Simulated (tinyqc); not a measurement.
Mobility limited by charged threading dislocations: one step, computed by the program tinyqc. Command: `OMP_NUM_THREADS=1 python tinyqc.py 3001784 3001785 out.jsonl disl walk`. One thread of a shared host (Intel(R) Xeon(R) Processor @ 2.30GHz), about 0.01 s of CPU time with the checks.

Parallel lines trap electrons, one site every c, and the current flows across them. Donors are taken as fully ionised and statistics as non-degenerate; SI units, mass times m_0.

Question. Line charge and screening. Filling f solves f = min(f_0, f*), where f* makes the line potential equal the available energy: (e^2 f/(4 pi eps eps_0 c)) (2 ln(R/r_0) - 1) = E_t - k_B T ln(N_c/N), R = sqrt(f/(pi c N)) the Read radius, r_0 = c/f, N_c = 2 (m k_B T/(2 pi hbar^2))^(3/2). Free electrons n = N - f N_dis/c; screening length lambda = sqrt(eps eps_0 k_B T/(e^2 n)).

Inputs (values chosen for the exercise, modelled on InAs):

| quantity | value | unit |
|---|---|---|
| effective mass m | 0.023 | m_0 |
| permittivity eps | 15.1 | - |
| site spacing c along the line | 4.3 | angstrom |
| largest filling f_0 | 0.5 | - |
| acceptor level E_t below the band edge | 0.22 | eV |
| dislocation density N_dis | 2e+09 | 1/cm^2 |
| donor density N | 7.1e+16 | 1/cm^3 |
| temperature T | 300 | K |

Band: parabolic. Filling of the line: limited by its own charge.

Constants: m_0 = 9.1093837015e-31 kg; k_B = 1.380649e-23 J/K; hbar = 1.054571817e-34 J s; e^2/(4 pi eps_0) = 14.39964548 eV angstrom; k_B = 8.617333262e-05 eV/K; eps_0 = 8.8541878128e-12 F/m; e = 1.602176634e-19 C.

Give: filling f; Read radius R; free electrons n; screening length lambda; share of electrons trapped.

Answer.

filling f = 0.1932

Read radius R = 44.88 nm

free electrons n = 6.201e+16 1/cm^3

screening length lambda = 18.65 nm

share of electrons trapped = 12.66 %

The charge of the line limits its filling below f_0. The depleted cylinders cover 13 % of the area; the mean distance between lines is 224 nm. Caution: n exceeds half of N_c, so classical statistics and Debye screening are rough.
